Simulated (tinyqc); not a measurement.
Worked calculation: plane-wave Kohn-Sham cycle with exchange-only LDA in a layered model solid. Computed by tinyqc, a small Python program that keeps every step. Settings: points = 16, plane-wave index or count = 3, electrons = 2, k points = 2, area = 24.0, mixing = 0.1, iteration cap = 67, Pulay depth = 3. Command: `OMP_NUM_THREADS=1 python tinyqc.py 30266 30267 out.jsonl` (the two numbers bound the seeds that draw the settings). One thread of a shared host (Intel(R) Xeon(R) Processor @ 2.60GHz), about 0.01 s of CPU time with the checks. Later iterations appear only in the table of the cycle.

## Iteration 1: potential

A solid whose potential varies along x alone (atomic units):
```
parameter                      value
period a                    8.800000
cross-section of the cell  24.000000
electrons per cell                 2
grid points                       16
plane waves -n..n, n               3
k points                           2
V1 in V1 cos(2 pi x/a)     -0.320000
V2 in V2 cos(4 pi x/a)     -0.230000
```

density at the start, on the grid x_j = j a/N (e/bohr^3): 0.00946970  0.00946970  0.00946970  0.00946970  0.00946970  0.00946970  0.00946970  0.00946970  0.00946970  0.00946970  0.00946970  0.00946970  0.00946970  0.00946970  0.00946970  0.00946970

V_H(G) = 4 pi rho(G)/G^2 for G != 0 (uniform background); v_x = -(3 rho/pi)^(1/3); V = V_ext + V_H + v_x; Fourier components f(G_m) = (1/N) sum_j f(x_j) exp(-i G_m x_j).

Potentials on the grid (hartree):
```
x             V_ext       V_H        v_x          V
0.000000  -0.550000  0.000000  -0.208338  -0.758338
0.550000  -0.458276  0.000000  -0.208338  -0.666614
1.100000  -0.226274  0.000000  -0.208338  -0.434612
1.650000   0.040176  0.000000  -0.208338  -0.168162
2.200000   0.230000  0.000000  -0.208338   0.021662
2.750000   0.285093  0.000000  -0.208338   0.076755
3.300000   0.226274  0.000000  -0.208338   0.017936
3.850000   0.133007  0.000000  -0.208338  -0.075331
4.400000   0.090000  0.000000  -0.208338  -0.118338
4.950000   0.133007  0.000000  -0.208338  -0.075331
5.500000   0.226274  0.000000  -0.208338   0.017936
6.050000   0.285093  0.000000  -0.208338   0.076755
6.600000   0.230000  0.000000  -0.208338   0.021662
7.150000   0.040176  0.000000  -0.208338  -0.168162
7.700000  -0.226274  0.000000  -0.208338  -0.434612
8.250000  -0.458276  0.000000  -0.208338  -0.666614
```

V(G_m), m = 0, 1, 2, ... (hartree): -0.208338  -0.160000  -0.115000  0.000000  0.000000  0.000000  0.000000

## Iteration 1: Hamiltonian at one k

k = 0.250000 2 pi / a

H(m,m') = (k + G_m)^2/2 delta + V(G_m - G_m'), with V(-G) = V(G).

H (hartree):
```
           -3         -2         -1         +0         +1         +2         +3
-3   1.719319  -0.160000  -0.115000   0.000000   0.000000   0.000000   0.000000
-2  -0.160000   0.572283  -0.160000  -0.115000   0.000000   0.000000   0.000000
-1  -0.115000  -0.160000  -0.064959  -0.160000  -0.115000   0.000000   0.000000
+0   0.000000  -0.115000  -0.160000  -0.192407  -0.160000  -0.115000   0.000000
+1   0.000000   0.000000  -0.115000  -0.160000   0.189938  -0.160000  -0.115000
+2   0.000000   0.000000   0.000000  -0.115000  -0.160000   1.082077  -0.160000
+3   0.000000   0.000000   0.000000   0.000000  -0.115000  -0.160000   2.484009
```

## Iteration 1: levels at that k

Diagonalise the Hermitian matrix.

eigenvalues (hartree): -0.419525  0.023391  0.224550  0.606693  1.102653  1.746275  2.506223

## Iteration 1: new density

Motion across x is left out: the lowest 1 band(s) hold two electrons at each of the k points (j + 1/2)/nk - 1/2. Residual R = rho(out) - rho(in); rho(new) = rho(in) + 0.1 R. rho(out) = 2/(a A nk) sum |psi|^2 with psi = sum c exp(i G x). Harris energy E = band energy - dV sum rho (V_H/2 + v_x) + (3/4) dV sum rho v_x with rho(in), dV = a A/N, band energy = (2/nk) sum of the filled levels.

rho(out) (e/bohr^3): 0.03594096  0.02974309  0.01703544  0.00709388  0.00246064  0.00088785  0.00036736  0.00015398  0.00008974  0.00015398  0.00036736  0.00088785  0.00246064  0.00709388  0.01703544  0.02974309

density after iteration 1 (e/bohr^3): 0.01211682  0.01149704  0.01022627  0.00923212  0.00876879  0.00861151  0.00855946  0.00853812  0.00853170  0.00853812  0.00855946  0.00861151  0.00876879  0.00923212  0.01022627  0.01149704

energy per cell = -0.73488091 hartree

## Iteration 2: potential

As before.

Potentials on the grid (hartree):
```
x             V_ext        V_H        v_x          V
0.000000  -0.550000   0.042339  -0.226180  -0.733840
0.550000  -0.458276   0.037516  -0.222255  -0.643015
1.100000  -0.226274   0.025198  -0.213745  -0.414821
1.650000   0.040176   0.009902  -0.206581  -0.156503
2.200000   0.230000  -0.004666  -0.203066   0.022268
2.750000   0.285093  -0.016666  -0.201845   0.066583
3.300000   0.226274  -0.025435  -0.201437  -0.000598
3.850000   0.133007  -0.030752  -0.201269  -0.099015
4.400000   0.090000  -0.032533  -0.201219  -0.143752
4.950000   0.133007  -0.030752  -0.201269  -0.099015
5.500000   0.226274  -0.025435  -0.201437  -0.000598
6.050000   0.285093  -0.016666  -0.201845   0.066583
6.600000   0.230000  -0.004666  -0.203066   0.022268
7.150000   0.040176   0.009902  -0.206581  -0.156503
7.700000  -0.226274   0.025198  -0.213745  -0.414821
8.250000  -0.458276   0.037516  -0.222255  -0.643015
```

V(G_m), m = 0, 1, 2, ... (hartree): -0.207987  -0.146988  -0.115272  -0.000527  -0.000139  -0.000009  0.000006

## Iteration 2: Hamiltonian at one k

k = 0.250000 2 pi / a

As before.

H (hartree):
```
           -3         -2         -1         +0         +1         +2         +3
-3   1.719670  -0.146988  -0.115272  -0.000527  -0.000139  -0.000009   0.000006
-2  -0.146988   0.572634  -0.146988  -0.115272  -0.000527  -0.000139  -0.000009
-1  -0.115272  -0.146988  -0.064608  -0.146988  -0.115272  -0.000527  -0.000139
+0  -0.000527  -0.115272  -0.146988  -0.192056  -0.146988  -0.115272  -0.000527
+1  -0.000139  -0.000527  -0.115272  -0.146988   0.190289  -0.146988  -0.115272
+2  -0.000009  -0.000139  -0.000527  -0.115272  -0.146988   1.082428  -0.146988
+3   0.000006  -0.000009  -0.000139  -0.000527  -0.115272  -0.146988   2.484360
```

## Iteration 2: levels at that k

As before.

eigenvalues (hartree): -0.399237  0.015319  0.223107  0.604445  1.101441  1.743610  2.504033

## Iteration 2: new density

B (overlaps of the stored error matrices):
```
               1              2
1  2.3213221e-03  2.0630224e-03
2  2.0630224e-03  1.8335334e-03
```

Motion across x is left out: the lowest 1 band(s) hold two electrons at each of the k points (j + 1/2)/nk - 1/2. Residual R = rho(out) - rho(in); rho(new) = rho(in) + 0.1 R; Pulay mixing then takes sum c_i of the stored mixed densities, with c from B_ij = sum R_i R_j as in DIIS. rho(out) = 2/(a A nk) sum |psi|^2 with psi = sum c exp(i G x). Harris energy E = band energy - dV sum rho (V_H/2 + v_x) + (3/4) dV sum rho v_x with rho(in), dV = a A/N, band energy = (2/nk) sum of the filled levels.

rho(out) (e/bohr^3): 0.03555044  0.02949374  0.01703764  0.00722190  0.00258347  0.00097249  0.00042296  0.00019065  0.00011900  0.00019065  0.00042296  0.00097249  0.00258347  0.00722190  0.01703764  0.02949374

DIIS coefficients: -7.965444  8.965444

density after iteration 2 (e/bohr^3): 0.03312610  0.02763188  0.01633296  0.00742987  0.00322338  0.00176279  0.00126472  0.00105425  0.00098934  0.00105425  0.00126472  0.00176279  0.00322338  0.00742987  0.01633296  0.02763188

energy per cell = -0.69702269 hartree

## Convergence

Stop when sqrt(dV sum R^2) is below 1e-8, dV = a A/N.

Course of the cycle:
```
iteration  E (hartree)  norm of the residual
1          -0.73488091              1.75e-01
2          -0.69702269              1.56e-01
3          -0.55910446              2.73e-02
4          -0.56680161              4.41e-02
5          -0.55870174              1.89e-02
6          -0.55723806              5.42e-03
7          -0.55711394              3.63e-04
8          -0.55711400              2.94e-04
9          -0.55711446              1.87e-04
10         -0.55711451              1.68e-04
11         -0.55711461              3.07e-05
...                ...                   ...
15         -0.55711461              3.01e-06
16         -0.55711461              2.34e-06
17         -0.55711461              2.01e-06
18         -0.55711461              5.44e-07
19         -0.55711461              4.89e-07
20         -0.55711461              8.38e-08
21         -0.55711461              7.36e-08
22         -0.55711461              3.74e-08
23         -0.55711461              3.14e-08
24         -0.55711461              2.70e-08
25         -0.55711461              9.90e-09
```

Converged in 25 iterations. Before convergence this energy mixes input and output and is not variational, so it may rise towards its limit.
